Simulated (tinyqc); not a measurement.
# Metal-interlayer-semiconductor contact, depinning against tunnelling resistance: contact resistivity against the donor density

Zero bias, n-type semiconductor. Gap states at the semiconductor surface thin out as exp(-be ti), which unpins the barrier; electrons must then cross the interlayer (a rectangular barrier, no voltage drop across it) and the parabolic depleted layer, both by WKB. Energies E are counted from the Fermi level; no image force, parabolic bands.

S = 1/(1 + (1/S0 - 1) exp(-be ti)); phiB = S (phiM - chi) + (1 - S)(Eg - E0); xi = Ec - EF deep inside, from Nd = Nc F(-xi/Vt), F(x) = (2/sqrt(pi)) int_0^infinity sqrt(u) du/(1 + exp(u - x)); band bending U = phiB - xi; E00 = (hbar/2) sqrt(Nd/(eps0 eps_r mt m0)) in volts; A = 4 pi q mA m0 kB^2/h^3. With U = phiB - xi: for xi < E < phiB, y = (E - xi)/U and G1 = (U/E00) [sqrt(1 - y) - y ln((1 + sqrt(1 - y))/sqrt(y))], G1 = 0 above phiB; G2 = 2 ti sqrt(mi max(phiB + dE - E, 0)/C), C = hbar^2/(2 m0); f = 1/(1 + exp(E/Vt)); 1/rho_c = (A T^2/Vt^2) times the integral of exp(-G1 - G2) f over E from xi upwards. Shares under 0.001 % are printed as 0; rows without band bending are left out.

Values chosen for this exercise; semiconductor values close to those of In0.53Ga0.47As; interlayer mass of the order of that in silicon dioxide, offset chosen freely:
- T = 250 K (temperature)
- Eg = 0.729 eV (band gap)
- eps_r = 14.3 (relative permittivity)
- chi = 4.52 eV (electron affinity)
- Nc = 1.6e17 cm^-3 (conduction-band density of states at T)
- mt = 0.04 m0 (tunnelling mass in the semiconductor)
- mA = 0.0394 m0 (Richardson mass)
- E0 = 0.51 eV (charge-neutrality level above the valence band)
- S0 = 0.15 (pinning factor without interlayer)
- phiM = 4.87 eV (metal work function)
- ti = 1.1 nm (interlayer thickness)
- dE = 3.23 eV (conduction-band offset of the interlayer above the semiconductor)
- mi = 0.46 m0 (tunnelling mass in the interlayer)
- be = 2.3 1/nm (decay constant of gap states through the interlayer)

Constants: q = 1.602176634e-19 C, kB = 1.380649e-23 J/K, eps0 = 8.8541878128e-12 F/m, hbar = 1.054571817e-34 J s, h = 6.62607015e-34 J s, m0 = 9.1093837015e-31 kg, Vt = kB T/q, hbar^2/(2 m0) = 0.0380998212 eV nm^2. Results are converted to the units shown.

The same in every row: S = 0.689; phiB (eV) = 0.309.

Contact resistivity against the donor density:

| Nd (cm^-3) | E00/Vt | rho_c (ohm cm^2) | rho_c with G2 = 0 (ohm cm^2) | peak of the integrand (eV) | share above phiB (%) |
|---|---|---|---|---|---|
| 5.3e15 | 0.0830 | 6.50e4 | 0.0715 | 0.308 | 58.9 |
| 1.4e16 | 0.135 | 5.01e4 | 0.0542 | 0.305 | 45.4 |
| 3.5e16 | 0.213 | 3.41e4 | 0.0359 | 0.298 | 30.9 |
| 8.9e16 | 0.340 | 1.80e4 | 0.0181 | 0.280 | 16.4 |
| 2.3e17 | 0.546 | 5.87e3 | 0.00533 | 0.234 | 5.32 |
| 5.8e17 | 0.868 | 826 | 6.32e-4 | 0.142 | 0.749 |
| 1.5e18 | 1.40 | 40.0 | 2.54e-5 | 0.0360 | 0.0363 |
| 3.8e18 | 2.22 | 2.18 | 1.24e-6 | 1.73e-4 | 0.00198 |
| 9.6e18 | 3.53 | 0.251 | 1.29e-7 | -0.0204 | 0 |

As Nd goes from 5.3e15 to 9.6e18, phiB stays at 0.309 eV and rho_c falls from 65000 to 0.251 ohm cm^2. rho_c goes as Nd^(-0.27) between the first two rows and Nd^(-2.33) between the last two, while E00/Vt goes from 0.0830 to 3.53 and the share above the barrier from 58.9 to 0 %. The ratio of rho_c to its value with G2 = 0 runs from 9.09e5 to 1.94e6. For Nd = 3.8e18, 9.6e18 the Fermi level lies deep in the band, where non-parabolicity matters.

Range of the model: The depletion charge would drop about 0.35 V across such an interlayer (eps_r near 3.9) at ti = 1.1 nm and Nd = 5.2e18 cm^-3, against a band bending of 0.57 V; this model leaves that drop out.

Numbers from tinyqc (`OMP_NUM_THREADS=1 python tinyqc.py 2270130 2270131 out.jsonl`; about 0.03 s on one thread of a shared Intel Xeon 2.30GHz).
